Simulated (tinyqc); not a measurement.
Stripping the layer step by step: sheet resistance and Hall data of a diffused or implanted layer. Computed by tinyqc, a small Python program. Command: `OMP_NUM_THREADS=1 python tinyqc.py 3019911 3019912 out.jsonl layer walk`. One thread of a shared host (Intel(R) Xeon(R) Processor @ 2.30GHz), about 0.01 s of CPU time with the checks.

Carriers are taken equal to the net active doping down to the junction (full ionisation, which deep dopants in wide-gap hosts do not reach; no spill-over, no depletion), and the Hall factor is 1.

Inputs (values chosen for the exercise, modelled on arsenic in silicon):
```
quantity                                 value        unit
mu_min                                    53.1  cm^2/(V s)
mu_max                                    1420  cm^2/(V s)
N_ref                                    9e+16      1/cm^3
exponent alpha                            0.66           -
peak concentration N_0                 3.4e+20      1/cm^3
length scale l                              16          nm
background doping N_B (opposite type)  3.6e+16      1/cm^3
solubility limit N_s                   1.8e+20      1/cm^3
```

Profile: Gaussian at the surface. Activation: limited by solubility.

Constants: e = 1.602176634e-19 C.

Method:
- N(x) = N_0 exp(-x^2/l^2), dose N_0 l sqrt(pi)/2, junction x_j = l sqrt(ln(N_0/N_B)).
- Mobility mu = mu_min + (mu_max - mu_min)/(1 + (N_t/N_ref)^alpha), N_t = active doping + N_B; carriers n = active doping - N_B, active doping min(N, N_s).
- Integrals from x_0 (0 unless stated) to x_j by the midpoint rule on 400 even intervals: 1/R_s = e int n mu dx; sheet density n_s = int n dx; Hall sheet density (int n mu dx)^2/int n mu^2 dx; Hall mobility int n mu^2 dx/int n mu dx.
- After removing a depth d the integrals start at d. Differences between neighbouring rows give the local conductivity -d(1/R_s)/dx at the middle of the slice (the last slice uses one more step, not listed).

junction depth x_j = 48.4068 nm

Differential sheet resistance:
```
removed d (nm)  R_s (ohm)  slice conductivity (S/cm)  sigma at mid-slice (S/cm)
0.0                   269                     1790.5                     1790.5
4.8                   350                     1790.5                     1790.5
9.6                   501                     1745.8                     1790.5
14.4                  862                     1189.4                     1181.0
19.2                 1698                      648.3                      639.0
24.0                 3599                      321.2                      314.7
28.8                 8085                      151.6                      148.1
33.6                19642                       69.9                       68.3
```

What follows from these numbers?

R_s doubles after removing between 9.60 and 14.4 nm of a layer 48.4 nm deep, so half the current flows above that depth. Where sigma exceeds a tenth of its largest listed value, the slice values agree with it within 3 %.

Extremes, crossings and ranges named in words are read from the listed rows.
